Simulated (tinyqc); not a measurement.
Floating body of a partially depleted SOI transistor: body voltage and kink: two steps of the calculation.

Source at 0 V. Channel current Ic = 2 nf K Vt^2 [F(0) - F(Vd)](1 + la Vd), F(V) = ln^2(1 + exp((Vg - VT - nf V)/(2 nf Vt))), VT = VT0 - gb Vb. Saturation voltage Vs = 2 Vt sqrt(F(0)) + 3 Vt, excess Ve = (Vd - Vs + sqrt((Vd - Vs)^2 + 0.0004 V^2))/2, multiplication M1 = Ai Ve exp(-Bl/Ve). Each junction passes D(v) = J1 (exp(v/Vt) - 1) + J2 (exp(v/(2 Vt)) - 1). Bipolar current Ib = bb J1 (exp(Vb/Vt) - 1). The body settles where M1 (Ic + Ib) = D(Vb) + D(Vb - Vd) + Vb/Rb; drain current Id = (1 + M1)(Ic + Ib) - D(Vb - Vd).

Inputs (values chosen for the exercise); values of the order met in partially depleted silicon-on-insulator transistors:
- T = 300 K (temperature)
- VT0 = 0.32 V (threshold at zero body voltage)
- gb = 0.25 (fall of the threshold per volt of body voltage)
- nf = 1.19 (slope factor)
- K = 370 uA/(V^2 um) (gain factor per width)
- la = 0.1 1/V (channel-length modulation factor)
- Ai = 2.47 1/V (impact-ionisation prefactor)
- Bl = 7.2 V (impact-ionisation voltage)
- J1 = 1.3e-13 uA/um (diffusion saturation current of each junction)
- J2 = 8.8e-8 uA/um (recombination saturation current of each junction)
- bb = 0.5 (gain of the lateral bipolar transistor on the diffusion current)
- Rb = 1e9 kohm um (resistance of a weak body tie to the source (1e9 stands for no tie, and the term is then dropped))
- Vg = 0.84 V (gate voltage)
- Vd = 1.6 V (drain voltage)

Constants: q = 1.602176634e-19 C, kB = 1.380649e-23 J/K, Vt = kB T/q. Results are converted to the units shown.

Problem 1. New Vb. Current into the body I_in = M1 (Ic + Ib) - D(Vb - Vd), current out I_out = D(Vb) + Vb/Rb; f = ln(I_in/I_out), s = df/dVb by central differences over 1e-5 V, Vb(new) = Vb - f/s.

Vb at the start = 0.79 V

Find: Ic; Ve; M1; I_in; I_out; f; s; Vb after iteration 1.

Solution 1.

Ic = 92.838 uA/um
Ve = 0.91961 V
M1 = 9.0373e-4
I_in = 0.084998 uA/um
I_out = 2.8090 uA/um
f = -3.4979
s = -36.892 1/V
Vb after iteration 1 = 0.69519 V

Problem 2. Drain current with floating and with grounded body. Id and VT at the converged Vb, Id at Vb = 0, their ratio, and the bipolar share Ib/(Ic + Ib).

converged Vb = 0.68647706 V

Give: VT; Id, floating; Id, grounded; ratio; bipolar share.

Solution 2.

VT = 0.14838 V
Id, floating = 86.379 uA/um
Id, grounded = 48.938 uA/um
ratio = 1.7651
bipolar share = 0.025662 %

The body rises to 0.686 V and lowers the threshold by 172 mV.

Range of the model: The multiplication law is an empirical form chosen for the exercise; self-heating and capacitive coupling to the body are left out, and the linear laws are rough once Vb passes about 0.7 V or M1 about 0.1.

Program tinyqc, `OMP_NUM_THREADS=1 python tinyqc.py 2182245 2182246 out.jsonl`; Intel Xeon 2.30GHz, shared host, one thread, about 0.2 s.
